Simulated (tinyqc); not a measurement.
Ion-assisted plasma etching: sheath, surface coverage, synergy and aspect-ratio dependence: one step, computed by the program tinyqc. Command: `OMP_NUM_THREADS=1 python tinyqc.py 3014529 3014530 out.jsonl etch walk`. One thread of a shared host (Intel(R) Xeon(R) Processor @ 2.30GHz), about 0.06 s of CPU time with the checks.

Radicals adsorb on bare sites; ions remove covered sites with a high yield and bare sites by sputtering; a slow spontaneous reaction acts everywhere, walls included.

Problem. Fluxes. Bohm speed u_B = sqrt(e T_e/M_i); ion flux G_i = 0.61 n_e u_B; radical flux G_n = n c/4 with c = sqrt(8 k_B T_g/(pi M_n)).

Inputs (values chosen for the exercise, close to those used for silicon in a halogen plasma): plasma density n_e = 3.3e+11 1/cm^3; electron temperature T_e = 3.3 eV; ion mass M_i = 80 u; radical density n = 5.9e+13 1/cm^3; radical mass M_n = 80 u; gas temperature T_g = 350 K.

Feature: round hole.

Constants: e = 1.602176634e-19 C; u = 1.6605390666e-27 kg; k_B = 1.380649e-23 J/K.

Give: Bohm speed; ion flux G_i; radical speed c; radical flux G_n; flux ratio G_n/G_i.

Solution.

Bohm speed = 1.995e+05 cm/s

ion flux G_i = 4.016e+16 1/(cm^2 s)

radical speed c = 30435 cm/s

radical flux G_n = 4.489e+17 1/(cm^2 s)

flux ratio G_n/G_i = 11.18
